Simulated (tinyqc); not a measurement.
# Single-junction solar cell, detailed-balance limit: what changes with what

Every photon above the gap Eg makes one pair and none below is absorbed; carriers thermalise at T and move without loss. Jsc = q fs X Phi(Eg, Ts); the dark current is J0 = q ge Phi(Eg, T)/ERE with the Boltzmann factor exp(V/Vt). The efficiency is the electrical power over fs X sigma Ts^4.

Parameters, values chosen for the exercise:
- T = 298 K (cell temperature)
- Ts = 5778 K (temperature of the black-body sun)
- fs = 2.16e-5 (share of the hemisphere filled by the sun)
- X = 100 (concentration)
- ERE = 0.001 (external radiative efficiency)
- ge = 1 (number of faces that emit)
- Eg = 1.65 eV (band gap)

Constants: q = 1.602176634e-19 C, kB = 1.380649e-23 J/K, h = 6.62607015e-34 J s, c = 299792458 m/s, Vt = kB T/q. Results are converted to the units shown.

Each table varies one quantity; the others keep the values above.

## Effect of the temperature of the black-body sun

Photon flux above E from a black body at temperature T into a hemisphere: Phi(E, T) = A sum_k exp(-k E/th)[E^2 th/k + 2 E th^2/k^2 + 2 th^3/k^3], k = 1, 2, ..., with th = kB T/q in eV and A = 2 pi q^3/(h^3 c^2). J(V) = Jsc - J0 (exp(V/Vt) - 1); Voc = Vt ln(1 + Jsc/J0); at maximum power v = Vmp/Vt solves (1 + v) exp(v) = 1 + Jsc/J0. Pin = fs X sigma Ts^4, sigma = 2 pi^5 kB^4/(15 h^3 c^2). FF = Vmp Jmp/(Voc Jsc).

Effect of the temperature of the black-body sun:
```
Ts (K),Jsc (mA/cm^2),Voc (V),Eg/q - Voc (V),FF,efficiency (%)
3000,55.50,1.218,0.4324,0.8993,6.125
3700,246.0,1.256,0.3942,0.9017,12.13
4400,715.8,1.283,0.3668,0.9033,18.07
5100,1619,1.304,0.3458,0.9045,23.06
5800,3111,1.321,0.3290,0.9055,26.85
6500,5339,1.335,0.3152,0.9062,29.54
7200,8442,1.347,0.3034,0.9069,31.32
7900,1.256e4,1.357,0.2932,0.9074,32.40
```

Read the table: what changes, and by how much?

As Ts goes from 3000 to 7900 K, Jsc rises from 55.5 to 12600 mA/cm^2, Voc rises from 1.22 to 1.36 V and the efficiency rises from 6.13 to 32.4 %.

## Effect of the external radiative efficiency

Same model as above.

FF = Vmp Jmp/(Voc Jsc).

The same in every row: Jsc (mA/cm^2) = 3053.8.

Effect of the external radiative efficiency:
```
ERE,Voc (V),Eg/q - Voc (V),FF,efficiency (%)
1e-6,1.1431,0.50691,0.89422,22.866
1e-5,1.2022,0.44778,0.89828,24.158
0.0001,1.2614,0.38865,0.90201,25.452
0.001,1.3205,0.32952,0.90545,26.746
0.01,1.3796,0.27039,0.90864,28.042
0.1,1.4387,0.21126,0.91160,29.340
1,1.4979,0.15213,0.91437,30.638
```

What does the comparison show?

As ERE goes from 1e-6 to 1, Jsc stays at 3050 mA/cm^2, Voc rises from 1.14 to 1.50 V and the efficiency rises from 22.9 to 30.6 %. Each decade of ERE is worth 59.1 mV (Vt ln 10). At ERE = 1 Voc lies within 6 Vt of the gap, where the Boltzmann form of the emission begins to fail.

tinyqc, about 0.01 s, one thread, Intel Xeon 2.30GHz (shared host): `OMP_NUM_THREADS=1 python tinyqc.py 2820004 2820005 out.jsonl`
